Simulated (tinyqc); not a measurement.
Single-photon avalanche diode, trigger probability and counting: course of the iteration: trigger probability by substitution.

A multiplication layer of width W with the uniform field V/W; alpha = an exp(-bn/E) for electrons, beta = ap exp(-bp/E) for holes (local model, no dead space). a = alpha W, b = beta W. Electrons enter at x = 0, holes at x = W. P0 is the probability that an electron entering at 0 starts a lasting avalanche, PW the same for a hole entering at W.

PW = P0 exp(b - a)/(1 - P0 + P0 exp(b - a)); P0(new) = 1 - (1 - PW)^(a/b).

Stop when P0 changes by less than 1e-9, or after 400 iterations. The rule counts as met only at a root strictly between 0 and 1.

P0 at the start = 0.99
a = 2.61346
b = 0.505899

Course of the iteration:
```
iteration        P0  |change|
1          0.999998   1.00e-2
2                 1   1.74e-6
3                 1         0
```

Did this iteration meet its convergence test, and what does its course show?

No. The values settle on P0 = 1, which solves the equations for any bias and is not the wanted root. For a > b this form of the map repels from the true root, 0.6488. A rerun with the relations used the other way round, PW = 1 - (1 - P0)^(b/a); P0(new) = PW/(PW + (1 - PW) exp(b - a)), converges to it in 51 iterations.

Computed by the program tinyqc: `OMP_NUM_THREADS=1 python tinyqc.py 2630042 2630043 out.jsonl`, one thread of a shared Intel Xeon 2.30GHz, about 0.01 s for the whole run.
